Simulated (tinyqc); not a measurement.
Composition and strain of an epitaxial Si(1-x)Ge(x) layer from Raman and X-ray peaks: one step, computed by the program tinyqc.

A (001) layer, biaxially strained in the plane. The Raman peaks follow empirical lines omega = w0 + c1 x + c3 x^3 + b eps (c3 for Si-Ge alone), with eps the in-plane strain.

Question. X-ray (004) reflection. Bragg angle theta = arcsin(2 lambda/a) for (004), for the substrate with a_sub and the layer with a_perp; separation in arc seconds.

Inputs (values chosen for the exercise, modelled on silicon-germanium): X-ray wavelength = 1.540598 angstrom.

Substrate: silicon.

substrate constant a_sub = 5.431 angstrom

a_perp = 5.533487 angstrom

Give: theta of the substrate; theta of the layer; separation, layer less substrate.

Answer.

theta of the substrate = 34.56 degree

theta of the layer = 33.84 degree

separation, layer less substrate = -2621 arcsec
